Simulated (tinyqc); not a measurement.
# From one set of inputs to another, one input at a time

Model: permeation of metal atoms or ions through a thin barrier or dielectric: time lag, field-aided drift and lifetime. Computed by tinyqc, a small Python program. Command: `OMP_NUM_THREADS=1 python tinyqc.py 3006541 3006542 out.jsonl barrier ladder`. One thread of a shared host (Intel(R) Xeon(R) Processor @ 2.30GHz), about 0.06 s of CPU time with the checks.

The film 0 < x < d is empty at first; C = C0 at x = 0 and C = 0 at x = d. dC/dt = D d2C/dx2 - v dC/dx with drift v = D z e V/(k_B T d) (uniform field, no space charge).

The inputs printed are set A. Inputs not listed in the table keep their values of set A, so the rows need not describe a real material.

Inputs (values chosen for the exercise, for a model case: doubly charged vacancies through an oxide):
```
quantity,value,unit
thickness d,19,nm
prefactor D0,460,cm^2/s
activation energy E,1.39,eV
concentration at the source side C0,5.4e+15,1/cm^3
charge number z,2,-
voltage V (positive drives ions across),0.037,V
critical dose Q_c,4e+07,1/cm^2
test temperature T,150,C
use temperature T_u,70,C
```

Constants: k_B = 8.617333262e-05 eV/K.

Method:
- D = D0 exp(-E/(k_B T)); time scale d^2/D; Peclet number P = z V/(k_B T), k_B T in eV; 1 nm = 1e-7 cm.
- Temperatures in kelvin are T(C) + 273.15.
- Steady flux J = (D C0/d) P/(1 - exp(-P)); time lag in units of d^2/D: s_L = [P (1 + exp(-P))/(1 - exp(-P)) - 2]/P^2 (P = 0: J = D C0/d, s_L = 1/6).
- Dose through the film Q(s) = C0 d {f (s - s_L) - 2 exp(P/2) sum_(n=1..200) (-1)^n n^2 pi^2 exp(-l_n s)/l_n^2}, l_n = n^2 pi^2 + P^2/4, f = P/(1 - exp(-P)) the relative flux.
- Solve Q = Q_c for s. At the use temperature D and P take T_u, with the same C0 and V; 1 year = 3.15576e7 s.

Each row keeps all changes above it:
```
input moved,from,to,failure time at T (s),failure time at T_u (years),time lag (s)
set A,-,-,1.9102e+01,0.00420,4.4020e+01
voltage V (positive drives ions across) (V),0.037,0.2,1.0749e+01,0.00220,2.1002e+01
concentration at the source side C0 (1/cm^3),5.4e+15,1.3e+16,9.5766e+00,0.00198,2.1002e+01
thickness d (nm),19,10,2.8826e+00,0.00059,5.8177e+00
prefactor D0 (cm^2/s) and activation energy E (eV),"460, 1.39","4.7e-08, 0.873",1.9629e+04,0.14786,3.9616e+04
critical dose Q_c (1/cm^2),40000000,100000000,2.2394e+04,0.16722,3.9616e+04
test temperature T (C),150,200,1.8937e+03,0.16722,3.4360e+03
```

Which inputs carry the difference?

Failure time at T goes from 19.1 to 1890, a factor 99.1 in all. The largest single move comes from prefactor D0 with activation energy E (a factor 6810), and test temperature T works against it (a factor 0.0846). Failure time at T_u goes from 0.00420 to 0.167, a factor 39.8 in all. The largest single move comes from prefactor D0 with activation energy E (a factor 250), and thickness d works against it (a factor 0.299). Time lag goes from 44.0 to 3440, a factor 78.1 in all. The largest single move comes from prefactor D0 with activation energy E (a factor 6810), and test temperature T works against it (a factor 0.0867). The single moves hold for this order of the switches; the total does not depend on the order.

Caution (rows set A, voltage V (positive drives ions across), concentration at the source side C0, thickness d): a prefactor D0 above about 10 cm^2/s is far larger than atomic jumps allow; it only sets the time scale of the exercise. Caution (all rows): grain boundaries, pinholes, trapping and space charge are left out; thin real barriers usually fail at defects. Caution (rows concentration at the source side C0): the space-charge potential z e C0 d^2/(2 eps) (for eps_r near 4) exceeds 10 mV, so the field is not uniform.

Extremes, crossings and ranges named in words are read from the listed rows.
